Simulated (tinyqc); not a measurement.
RHF in the 6-31g basis, for H2, spin multiplicity 1, step by step. One step of it, computed by the program tinyqc.

Task: Orthogonalisation. S = U s U^T; symmetric (Loewdin) form X = U s^(-1/2) U^T, so that X^T S X = 1.

overlap S, order 1H 1s, 1H 2s, 2H 1s, 2H 2s:
```
[[1.000000, 0.658292, 0.504773, 0.527794],
 [0.658292, 1.000000, 0.527794, 0.873265],
 [0.504773, 0.527794, 1.000000, 0.658292],
 [0.527794, 0.873265, 0.658292, 1.000000]]
```

Give: eigenvalues of S; X.

Result:

eigenvalues of S: [0.085, 0.489, 0.537, 2.889]

X, order 1H 1s, 1H 2s, 2H 1s, 2H 2s:
```
[[1.314, -0.506, -0.240, 0.090],
 [-0.506, 2.091, 0.090, -1.146],
 [-0.240, 0.090, 1.314, -0.506],
 [0.090, -1.146, -0.506, 2.091]]
```
